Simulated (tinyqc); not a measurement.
What moves the results: band folding and unfolding in a supercell of a chain. A value that a table varies takes the place of the one given here.

A chain with hopping -t and n = 3 sites a supercell. H(K) has v_j on the diagonal, -t between neighbours and -t exp(2 pi i K) on the bond that closes the cell (from the last site to the first of the next cell). The point K holds the n wave vectors k_m = (K + m)/n of the primitive zone, in 2 pi/a, m = 0 to n - 1, with E0 = -2t cos(2 pi k_m). The unfolding weight of a state c on k_m is |sum_j c_j exp(-2 pi i k_m j)|^2/n, j = 0 to n - 1.

Values chosen for the exercise:

| symbol | value | unit | meaning |
|---|---|---|---|
| t | 1.38 | eV | hopping |
| v | (0.33, -0.33, 0.33) | eV | site energies in the supercell |
| Kq | 0.06 | 2 pi/(n a) | wave vector in the small zone |

## Minigaps against first-order theory

Gap i lies between minibands i and i + 1, at K = 1/2 for odd i and K = 0 for even i, where k = +/- i/(2n) are degenerate; first order gives 2|V_i|, the Fourier component V_q = (1/n) sum_j v_j exp(-2 pi i q j/n) for q equal to the number of the gap. Computed for the potential at full and at half strength.

Gaps (eV):

| i | E0 at the crossing | 2\|V_i\| | gap | gap at half strength |
|---|---|---|---|---|
| 1 | -1.3800 | 0.4400 | 0.4621 | 0.2257 |
| 2 | 1.3800 | 0.4400 | 0.4155 | 0.2140 |

Halving the potential about halves gaps 1 and 2, the scaling of first order. The largest miss of first order is 25 meV, at i = 2; the potential spans 0.48 t.

## From folded lines to real minibands

The potential is scaled by x. For the lowest level at K: energy, second-order estimate E0(k_0) + x V_0 - x^2 sum_m |V_m|^2/(E0(k_m) - E0(k_0)), weight on k_0, and width of the lowest miniband between K = 0 and 1/2.

Lowest level:

| x | E (eV) | second order (eV) | weight on k_0 | miniband width (eV) |
|---|---|---|---|---|
| 0.00 | -2.7382 | -2.7382 | 1.000 | 1.3800 |
| 0.25 | -2.7122 | -2.7122 | 1.000 | 1.3250 |
| 0.50 | -2.6893 | -2.6892 | 0.998 | 1.2703 |
| 1.00 | -2.6531 | -2.6519 | 0.994 | 1.1625 |
| 1.50 | -2.6303 | -2.6265 | 0.985 | 1.0581 |
| 2.00 | -2.6215 | -2.6130 | 0.973 | 0.9588 |
| 3.00 | -2.6458 | -2.6215 | 0.939 | 0.7794 |
| 4.00 | -2.7241 | -2.6773 | 0.895 | 0.6292 |

Second order is +1.2 meV off at x = 1 and +24 meV at x = 3. The weight on the parent k falls to 0.99 at x = 1 and 0.89 at x = 4, and the miniband narrows from 1.380 to 0.629 eV as the state gathers on the low sites. While the weight stays near one the primitive band is still the right picture and the folded copies carry little spectral weight.

## What each change does

The two lowest levels at K and the weight of the lowest on k_0. Each row changes one parameter from the base and keeps the others.

Results:

| case | level 1 (eV) | level 2 (eV) | weight |
|---|---|---|---|
| base | -2.6531 | 1.1278 | 0.9936 |
| t = 1.518 eV | -2.9246 | 1.2379 | 0.9948 |
| v = (-0.33, 0.33, -0.33) eV | -2.8706 | 0.8926 | 0.9948 |
| Kq = 0.47 2 pi/(n a) | -1.5537 | -1.0030 | 0.7689 |

The largest shifts from the base row, up to three for each result and ties (the steps differ in size, so this ranks the rows, not the parameters). level 1 (eV): Kq +1.0994, t -0.2715, v -0.2175. level 2 (eV): Kq -2.1308, v -0.2352, t +0.1101. weight: Kq -0.2247, v +0.0012, t +0.0011.

Program tinyqc; command `OMP_NUM_THREADS=1 python tinyqc.py 1451721 1451722 out.jsonl`; about 0.01 s on one thread of a shared Intel(R) Xeon(R) Processor @ 2.30GHz.
